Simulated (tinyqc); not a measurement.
Inside a calculation. Method: UKS/LDA (PW92) in the sto-3g basis, for H3, spin multiplicity 2. Computed by tinyqc, a small Python program that keeps every step (integrals from PySCF). Settings: charge = 0, multiplicity = 2, basis = sto-3g, energy threshold = 1e-10, iteration cap = 74, orthogonalisation = canonical, start = core, DIIS depth = 6, DIIS from iteration = 3, damping = 0.3, method = UKS, functional = lda,pw, grid = [30, 14]. Command: `OMP_NUM_THREADS=1 python tinyqc.py 27109 27110 out.jsonl` (the two numbers bound the seeds that draw the settings). One thread of a shared host (Intel(R) Xeon(R) Processor @ 2.60GHz), about 5 s of CPU time with the checks. Later iterations appear only in the table of the cycle.

## One-electron integrals

Geometry (angstrom):
```
atom,x,y,z
H,0.00000,0.00000,0.00000
H,0.00000,0.00000,1.07700
H,0.00000,0.93300,0.53900
```

Basis sto-3g: exponents (1/bohr^2) and contraction coefficients of normalised primitives:
```
element,l (shell),exponent,coefficient
H,s (1),3.42525,0.15433
H,s (1),0.62391,0.53533
H,s (1),0.16886,0.44463
```

Overlap, kinetic and nuclear-attraction integrals over the contracted functions; the nuclear repulsion is the sum of Za Zb / Rab.

nuclear repulsion = 1.4738016 hartree

overlap S, lower triangle:
```
,1H 1s,2H 1s,3H 1s
1H 1s,1.00000
2H 1s,0.45230,1.00000
3H 1s,0.45202,0.45230,1.00000
```

kinetic energy T (hartree), lower triangle:
```
,1H 1s,2H 1s,3H 1s
1H 1s,0.76003
2H 1s,0.08519,0.76003
3H 1s,0.08503,0.08519,0.76003
```

nuclear attraction V (hartree), lower triangle:
```
,1H 1s,2H 1s,3H 1s
1H 1s,-2.18679
2H 1s,-0.93311,-2.18699
3H 1s,-0.93245,-0.93311,-2.18679
```

core Hamiltonian H = T + V (hartree), lower triangle:
```
,1H 1s,2H 1s,3H 1s
1H 1s,-1.42676
2H 1s,-0.84793,-1.42696
3H 1s,-0.84742,-0.84792,-1.42676
```

## Two-electron integrals

Functions are numbered as in S; the eight-fold symmetry (ij|kl) = (ji|kl) = (kl|ij) leaves the list below.

Two-electron integrals (ij|kl) in chemists' order, unique and non-zero (hartree):
```
i,j,k,l,(ij|kl)
1,1,1,1,0.77461
2,1,1,1,0.27518
2,1,2,1,0.12850
2,2,1,1,0.45369
2,2,2,1,0.27518
2,2,2,2,0.77461
3,1,1,1,0.27497
3,1,2,1,0.11455
3,1,2,2,0.21605
3,1,3,1,0.12833
3,2,1,1,0.21613
3,2,2,1,0.11462
3,2,2,2,0.27518
3,2,3,1,0.11455
3,2,3,2,0.12850
3,3,1,1,0.45353
3,3,2,1,0.21613
3,3,2,2,0.45369
3,3,3,1,0.27497
3,3,3,2,0.27518
3,3,3,3,0.77461
```

## Orthogonalisation

S = U s U^T; canonical form X = U s^(-1/2), so that X^T S X = 1. Each column of U has its largest component positive (the first on a tie).

eigenvalues of S: 0.54760  0.54798  1.90442

X:
```
,1,2,3
1H 1s,-0.55329,-0.95433,0.41834
2H 1s,1.10329,-0.00177,0.41843
3H 1s,-0.55023,0.95611,0.41834
```

## Starting guess

The start is the orbitals of the core Hamiltonian; D(s) = C_occ C_occ^T for each spin.

D(alpha) at the start, lower triangle:
```
,1H 1s,2H 1s,3H 1s
1H 1s,1.08569
2H 1s,0.17677,0.17522
3H 1s,-0.73750,0.17339,1.08908
```

D(beta) at the start, lower triangle:
```
,1H 1s,2H 1s,3H 1s
1H 1s,0.17494
2H 1s,0.17508,0.17522
3H 1s,0.17494,0.17508,0.17494
```

## Iteration 1: exchange-correlation on the grid

Becke grid with 30 radial and 14 angular points per atom, points of zero weight dropped. rho = sum D_ij phi_i phi_j; V_xc,ij = sum w v_xc phi_i phi_j; v_xc is d(rho eps)/d rho(s) for spin s.

The 12 grid points with the largest w rho, of 1240 (bohr, atomic units):
```
x,y,z,w,rho(alpha),rho(beta),eps_xc,v_xc(alpha)
-0.62173,-0.62173,0.62173,0.20041,0.04611,0.02002,-0.35668,-0.49059
0.62173,-0.62173,0.62173,0.20041,0.04611,0.02002,-0.35668,-0.49059
0.74811,-0.74811,0.74811,0.28992,0.02942,0.01439,-0.31267,-0.42749
-0.74811,-0.74811,0.74811,0.28992,0.02942,0.01439,-0.31267,-0.42749
-0.62173,1.14138,1.64029,0.16324,0.04862,0.02904,-0.36987,-0.50343
0.62173,1.14138,1.64029,0.16324,0.04862,0.02904,-0.36987,-0.50343
0.51145,1.25166,1.53002,0.11722,0.07001,0.03531,-0.40890,-0.56174
-0.51145,1.25166,1.53002,0.11722,0.07001,0.03531,-0.40890,-0.56174
0.51145,-0.51145,0.51145,0.12641,0.06972,0.02699,-0.40338,-0.55740
-0.51145,-0.51145,0.51145,0.12641,0.06972,0.02699,-0.40338,-0.55740
0.74811,2.51122,1.76667,0.36968,0.02557,0.00722,-0.29361,-0.40316
-0.74811,2.51122,1.76667,0.36968,0.02557,0.00722,-0.29361,-0.40316
```

electrons on the grid, sum of w rho = 2.99261

E_xc = sum of w rho eps_xc = -1.0589703 hartree

V_xc(alpha) (hartree), lower triangle:
```
,1H 1s,2H 1s,3H 1s
1H 1s,-0.49858
2H 1s,-0.19575,-0.40144
3H 1s,-0.20671,-0.19659,-0.49945
```

V_xc(beta) (hartree), lower triangle:
```
,1H 1s,2H 1s,3H 1s
1H 1s,-0.40877
2H 1s,-0.17640,-0.38973
3H 1s,-0.17926,-0.17740,-0.40963
```

## Iteration 1: building the Kohn-Sham matrix

J_ij = sum D_kl (ij|kl) with D = D(alpha) + D(beta); F = H + J + V_xc; E = tr D H + tr D J / 2 + E_xc + E_nn.

Coulomb J (hartree), lower triangle:
```
,1H 1s,2H 1s,3H 1s
1H 1s,1.74365
2H 1s,0.75795,1.55919
3H 1s,0.78598,0.75806,1.74434
```

F(alpha) (hartree), lower triangle:
```
,1H 1s,2H 1s,3H 1s
1H 1s,-0.18169
2H 1s,-0.28572,-0.26921
3H 1s,-0.26815,-0.28646,-0.18187
```

F(beta) (hartree), lower triangle:
```
,1H 1s,2H 1s,3H 1s
1H 1s,-0.09188
2H 1s,-0.26637,-0.25750
3H 1s,-0.24070,-0.26727,-0.09206
```

total energy of this density = -1.3580992 hartree

This density is the starting one.

## Iteration 1: diagonalisation and new density

Diagonalise F' = X^T F X, C = X C', fill 2 alpha and 1 beta electrons from the bottom; D(s) = C_occ C_occ^T; the new density keeps 0.3 of the old one (damping). Each column has its largest component positive (the first on a tie).

F' = X^T F X (alpha) (hartree), lower triangle:
```
,1,2,3
1,0.09499
2,-0.00058,0.15762
3,-0.04856,-0.00029,-0.40493
```

orbital energies (alpha) (hartree): MO1 -0.40960, MO2 0.09965, MO3 0.15763

coefficients C (alpha):
```
,MO1,MO2,MO3
1H 1s,0.36283,-0.59987,-0.94890
2H 1s,0.52219,1.05807,-0.01214
3H 1s,0.36428,-0.57866,0.96143
```

F' = X^T F X (beta) (hartree), lower triangle:
```
,1,2,3
1,0.13371
2,-0.00063,0.27143
3,-0.08840,-0.00029,-0.34834
```

orbital energies (beta) (hartree): MO1 -0.36404, MO2 0.14941, MO3 0.27144

coefficients C (beta):
```
,MO1,MO2,MO3
1H 1s,0.31456,-0.62238,-0.95163
2H 1s,0.60489,1.01311,-0.00688
3H 1s,0.31628,-0.61042,0.95877
```

D(alpha) after iteration 1, lower triangle:
```
,1H 1s,2H 1s,3H 1s
1H 1s,0.66975
2H 1s,-0.25863,1.02710
3H 1s,0.11425,-0.24341,0.65401
```

D(beta) after iteration 1, lower triangle:
```
,1H 1s,2H 1s,3H 1s
1H 1s,0.12174
2H 1s,0.18572,0.30869
3H 1s,0.12212,0.18644,0.12250
```

## Iteration 2: exchange-correlation on the grid

As before.

The 12 grid points with the largest w rho, of 1240 (bohr, atomic units):
```
x,y,z,w,rho(alpha),rho(beta),eps_xc,v_xc(alpha)
0.62173,0.62173,1.41350,0.16405,0.04162,0.03889,-0.37066,-0.48767
-0.62173,0.62173,1.41350,0.16405,0.04162,0.03889,-0.37066,-0.48767
-0.51145,0.51145,1.52378,0.11819,0.05868,0.04848,-0.40510,-0.53986
0.51145,0.51145,1.52378,0.11819,0.05868,0.04848,-0.40510,-0.53986
0.62173,0.62173,2.65697,0.22086,0.03726,0.01983,-0.33796,-0.46151
-0.62173,0.62173,2.65697,0.22086,0.03726,0.01983,-0.33796,-0.46151
-0.74811,0.74811,2.78334,0.35961,0.02221,0.01252,-0.28969,-0.39341
0.74811,0.74811,2.78334,0.35961,0.02221,0.01252,-0.28969,-0.39341
0.62173,-0.62173,1.41350,0.20041,0.03693,0.02521,-0.34408,-0.46412
-0.62173,-0.62173,1.41350,0.20041,0.03693,0.02521,-0.34408,-0.46412
0.62173,-0.62173,2.65697,0.22349,0.03886,0.01642,-0.33798,-0.46455
-0.62173,-0.62173,2.65697,0.22349,0.03886,0.01642,-0.33798,-0.46455
```

electrons on the grid, sum of w rho = 2.99550

E_xc = sum of w rho eps_xc = -1.0447351 hartree

V_xc(alpha) (hartree), lower triangle:
```
,1H 1s,2H 1s,3H 1s
1H 1s,-0.46072
2H 1s,-0.20250,-0.49814
3H 1s,-0.19900,-0.20338,-0.45982
```

V_xc(beta) (hartree), lower triangle:
```
,1H 1s,2H 1s,3H 1s
1H 1s,-0.38554
2H 1s,-0.17921,-0.43442
3H 1s,-0.17216,-0.18030,-0.38630
```

## Iteration 2: building the Kohn-Sham matrix

As before.

Coulomb J (hartree), lower triangle:
```
,1H 1s,2H 1s,3H 1s
1H 1s,1.63654
2H 1s,0.77558,1.77675
3H 1s,0.75066,0.77514,1.63361
```

F(alpha) (hartree), lower triangle:
```
,1H 1s,2H 1s,3H 1s
1H 1s,-0.25094
2H 1s,-0.27484,-0.14835
3H 1s,-0.29575,-0.27616,-0.25296
```

F(beta) (hartree), lower triangle:
```
,1H 1s,2H 1s,3H 1s
1H 1s,-0.17576
2H 1s,-0.25155,-0.08463
3H 1s,-0.26891,-0.25309,-0.17945
```

total energy of this density = -1.3492521 hartree

This density is a damped mixture and is not idempotent.

## Iteration 2: diagonalisation and new density

As before.

F' = X^T F X (alpha) (hartree), lower triangle:
```
,1,2,3
1,0.15679
2,-0.00045,0.07993
3,0.05725,-0.00143,-0.41058
```

orbital energies (alpha) (hartree): MO1 -0.41630, MO2 0.07993, MO3 0.16252

coefficients C (alpha):
```
,MO1,MO2,MO3
1H 1s,0.46862,0.95923,-0.50217
2H 1s,0.30668,-0.00546,1.13941
3H 1s,0.47361,-0.95118,-0.51268
```

F' = X^T F X (beta) (hartree), lower triangle:
```
,1,2,3
1,0.23951
2,0.00021,0.16663
3,0.05065,-0.00217,-0.34777
```

orbital energies (beta) (hartree): MO1 -0.35212, MO2 0.16664, MO3 0.24385

coefficients C (beta):
```
,MO1,MO2,MO3
1H 1s,0.46000,0.95613,-0.51586
2H 1s,0.32278,0.00345,1.13496
3H 1s,0.46776,-0.95429,-0.51226
```

D(alpha) after iteration 2, lower triangle:
```
,1H 1s,2H 1s,3H 1s
1H 1s,0.99873
2H 1s,0.01934,0.37398
3H 1s,-0.44904,0.03229,0.98654
```

D(beta) after iteration 2, lower triangle:
```
,1H 1s,2H 1s,3H 1s
1H 1s,0.18464
2H 1s,0.15965,0.16554
3H 1s,0.18726,0.16162,0.18991
```

## Convergence

Stop when the energy changes by less than 1e-10 hartree and every element of the error matrix X^T (F D S - S D F) X (for each spin) is below 3e-06.

Course of the cycle:
```
iteration,E (hartree),change,largest element of the error matrix
1,-1.3580992,-,8.83e-02
2,-1.3492521,8.85e-03,1.19e-01
3,-1.3516906,-2.44e-03,8.08e-02
4,-1.3517044,-1.38e-05,1.04e-01
5,-1.3696461,-1.79e-02,2.67e-02
6,-1.3611204,8.53e-03,6.15e-02
7,-1.3520668,9.05e-03,1.03e-01
8,-1.3464943,5.57e-03,1.26e-01
9,-1.3426119,3.88e-03,1.35e-01
10,-1.2412926,1.01e-01,2.66e-01
11,-1.3497915,-1.08e-01,4.14e-02
12,-1.3437907,6.00e-03,1.08e-01
13,-1.3552450,-1.15e-02,8.77e-02
14,-1.3675212,-1.23e-02,5.93e-02
...,...,...,...
61,-1.3555063,9.80e-03,7.69e-02
62,-1.3519049,3.60e-03,8.64e-02
63,-1.3509889,9.16e-04,8.28e-02
64,-1.3580165,-7.03e-03,9.51e-02
65,-1.3679012,-9.88e-03,5.14e-02
66,-1.3638188,4.08e-03,5.73e-02
67,-1.3606197,3.20e-03,5.38e-02
68,-1.3695585,-8.94e-03,5.13e-02
69,-1.3591467,1.04e-02,8.40e-02
70,-1.3565530,2.59e-03,7.21e-02
71,-1.3544921,2.06e-03,7.51e-02
72,-1.3731092,-1.86e-02,2.73e-02
73,-1.3660825,7.03e-03,5.93e-02
74,-1.3569732,9.11e-03,9.15e-02
```

PySCF UKS in the same basis, fine grid, after a stability check = -1.2362079 hartree

Not converged within the cap of 74 iterations: the residual wanders without falling. Reruns (cap 100 unless said): DIIS 8: not converged; damping 0.5: not converged; level shift 0.5: converged in 78; atomic densities as start, DIIS 8: not converged; the original settings with a cap of 400: not converged.
